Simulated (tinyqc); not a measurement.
What moves the results: Shockley-Read-Hall recombination through one deep level. A value that a table varies takes the place of the one given here.

One level at Et with degeneracy 1: tn = 1/(sn vth Nt), tp = 1/(sp_ vth Nt), n1 = Nc exp((Et - Eg)/kT), p1 = Nv exp(-Et/kT), ni^2 = n1 p1. Equilibrium n0 = Nm, p0 = ni^2/Nm; n = n0 + dn, p = p0 + dn. U = (n p - ni^2)/(tp (n + n1) + tn (p + p1)), lifetime dn/U; emission rates en = sn vth n1, ep = sp_ vth p1.

Constants: kB = 8.617333262e-05 eV/K.

Parameters, chosen for this exercise (gap and densities of states near those of Si at this temperature; shifted at random, so the results belong to these values and not to a real crystal): E1 = 0.297 eV (level (0/-1) above Ev); E2 = 0.667 eV (level (-1/-2) above Ev); gm = 2 (degeneracy of the middle state, the others 1); T = 250 K; Eg = 1.118 eV (gap); Nc = 2.13e+19 1/cm^3 (conduction-band density of states); Nv = 7.93e+18 1/cm^3 (valence-band density of states); Nd = 1.8e+16 1/cm^3 (ionised shallow donors minus acceptors); Et = 0.667 eV (recombination level above Ev); Nt = 1.5e+15 1/cm^3 (defects); sn = 1.5e-16 cm^2 (electron capture cross-section); sp_ = 2.8e-15 cm^2 (hole capture cross-section); vth = 14000000 cm/s (thermal velocity, both carriers); Nm = 1.5e+16 1/cm^3 (equilibrium electrons for the lifetime steps); dn = 9e+16 1/cm^3 (excess pairs).

## Charge state against the Fermi level (deep level with several charge states)

Energies from Ev. The defect has charge states 0, -1, -2 with weights 1, gm exp((EF - E1)/kT), exp((2 EF - E1 - E2)/kT); the shares are the weights over their sum. Boltzmann carriers: n = Nc exp((EF - Eg)/kT), p = Nv exp(-EF/kT). Neutrality: p - n + Nd + Nt <q> = 0.

Shares:

| EF (eV) | 0 | -1 | -2 | <q> |
|---|---|---|---|---|
| 0.067 | 1.000 | 0.000 | 0.000 | 0.000 |
| 0.157 | 0.997 | 0.003 | 0.000 | -0.003 |
| 0.246 | 0.842 | 0.158 | 0.000 | -0.158 |
| 0.335 | 0.079 | 0.921 | 0.000 | -0.921 |
| 0.425 | 0.001 | 0.999 | 0.000 | -0.999 |
| 0.514 | 0.000 | 1.000 | 0.000 | -1.000 |
| 0.604 | 0.000 | 0.974 | 0.026 | -1.026 |
| 0.693 | 0.000 | 0.374 | 0.626 | -1.626 |
| 0.783 | 0.000 | 0.009 | 0.991 | -1.991 |
| 0.872 | 0.000 | 0.000 | 1.000 | -2.000 |
| 0.961 | 0.000 | 0.000 | 1.000 | -2.000 |
| 1.051 | 0.000 | 0.000 | 1.000 | -2.000 |

How do the results move?

Where the levels are several kT apart the middle state rules between about E1 - kT ln gm = 0.282 and E2 + kT ln gm = 0.682 eV; its largest share listed is 1.000. Each step spreads from 10 % to 90 % over 4.4 kT = 0.095 eV.

## Defects against doping (deep level with several charge states)

Nt takes the listed multiples of |Nd|; the resistivity uses mobilities of 1000 (electrons) and 300 (holes) cm^2/(V s), chosen for the exercise, and e = 1.602176634e-19 C.

Neutral state:

| Nt/\|Nd\| | EF (eV) | n (1/cm^3) | p (1/cm^3) | rho (ohm cm) |
|---|---|---|---|---|
| 0.01 | 0.9651 | 1.76e+16 | 0.278 | 0.354 |
| 0.10 | 0.9608 | 1.44e+16 | 0.340 | 0.433 |
| 0.30 | 0.9458 | 7.20e+15 | 0.680 | 0.867 |
| 0.60 | 0.6969 | 6.90e+10 | 7.10e+04 | 9.05e+04 |
| 0.90 | 0.6371 | 4.31e+09 | 1.14e+06 | 1.45e+06 |
| 1.10 | 0.3317 | 3.00e+03 | 1.63e+12 | 1.28e+04 |
| 1.50 | 0.2970 | 600 | 8.16e+12 | 2.55e+03 |
| 3.00 | 0.2672 | 150 | 3.26e+13 | 639 |
| 10.00 | 0.2349 | 33.6 | 1.46e+14 | 143 |

How do the results move?

EF goes from 0.965 to 0.235 eV and the resistivity from 0.354 to 143 ohm cm, with a largest value of 1.45e+06. The largest move of EF, -0.305 eV, comes between Nt/|Nd| = 0.9 and 1.1; the levels lie at 0.297 and 0.667 eV. A defect can take up to two electrons, so EF leaves the neighbourhood of the band edge near Nt = Nd/2 and drops from the upper towards the lower level near Nt = Nd. The type changes along the table.

## Lifetime against injection

Recombination:

| dn (1/cm^3) | lifetime (microsecond) | U (1/(cm^3 s)) |
|---|---|---|
| 1.0e+11 | 0.01701 | 5.88e+18 |
| 1.0e+12 | 0.01703 | 5.87e+19 |
| 1.0e+13 | 0.01722 | 5.81e+20 |
| 1.0e+14 | 0.01911 | 5.23e+21 |
| 1.0e+15 | 0.03685 | 2.71e+22 |
| 1.0e+16 | 0.1440 | 6.94e+22 |
| 1.0e+17 | 0.2931 | 3.41e+23 |
| 1.0e+18 | 0.3298 | 3.03e+24 |

How do the results move?

The lifetime rises from 0.01701 to 0.3298 microsecond; tn + tp = 0.3345. At low injection it is tp (1 + n1/n0) + tn p1/n0 with n1/Nm = 1.1e-06 and p1/Nm = 1.9e-11: re-emission is negligible, so minority capture alone counts. Auger and radiative paths are left out; they cut in at the highest injections, and in a doped direct-gap crystal the radiative one counts at all injections. dn = dp neglects trapped charge, which matters where the traps hold a charge comparable with dn, at low injection and with very unequal cross sections.

## Where a level does most harm

Et takes the values listed; G = Nt en ep/(en + ep) in a depleted region; the lifetime is for dn = 1e11 1/cm^3.

Results:

| Et (eV) | lifetime (microsecond) | G (1/(cm^3 s)) |
|---|---|---|
| 0.067 | 7.50 | 4.36e+04 |
| 0.157 | 0.132 | 2.84e+06 |
| 0.246 | 0.0189 | 1.77e+08 |
| 0.335 | 0.0170 | 1.10e+10 |
| 0.425 | 0.0170 | 7.18e+11 |
| 0.514 | 0.0170 | 4.46e+13 |
| 0.604 | 0.0170 | 2.81e+14 |
| 0.693 | 0.0170 | 4.99e+12 |
| 0.783 | 0.0170 | 7.66e+10 |
| 0.872 | 0.0173 | 1.23e+09 |
| 0.961 | 0.0335 | 1.98e+07 |
| 1.051 | 1.09 | 3.03e+05 |

How do the results move?

Generation peaks where en = ep, at Eg/2 + (kT/2) ln(sp_ Nv/(sn Nc)) = 0.580 eV; the largest value listed is at 0.604 eV, and G falls by a decade for each 0.050 eV away from the peak. The lifetime is within a factor 2 of its minimum, 0.017 microsecond, from 0.246 to 0.961 eV: recombination tolerates a wide range of Et, generation a narrow one.

## What moves lifetime and leakage

G = Nt en ep/(en + ep). Each row changes one parameter from the base and keeps the others.

Results:

| case | lifetime (microsecond) | G (1/(cm^3 s)) |
|---|---|---|
| base | 0.2891 | 1.67e+13 |
| Et = 0.707 eV | 0.2891 | 2.61e+12 |
| sn = 3e-16 cm^2 | 0.1531 | 1.67e+13 |
| sp_ = 5.6e-15 cm^2 | 0.2806 | 3.34e+13 |
| Nt = 7.5e+14 1/cm^3 | 0.5782 | 8.34e+12 |
| Nm = 4.5e+16 1/cm^3 | 0.2286 | 1.67e+13 |
| dn = 2.7e+17 1/cm^3 | 0.3178 | 1.67e+13 |

What can be read from the table?

The largest shifts from the base row, up to three for each result and ties (the steps differ in size, so this ranks the rows, not the parameters). lifetime (microsecond): Nt +0.289, sn -0.136, Nm -0.0605; unchanged at the printed digits by Et. G (1/(cm^3 s)): sp_ +1.67e+13, Et -1.41e+13, Nt -8.34e+12; unchanged at the printed digits by sn, Nm and dn.

Run: tinyqc, `OMP_NUM_THREADS=1 python tinyqc.py 1680346 1680347 out.jsonl`; Intel(R) Xeon(R) Processor @ 2.30GHz, one thread, shared host; about 0.01 s of CPU time with all checks.
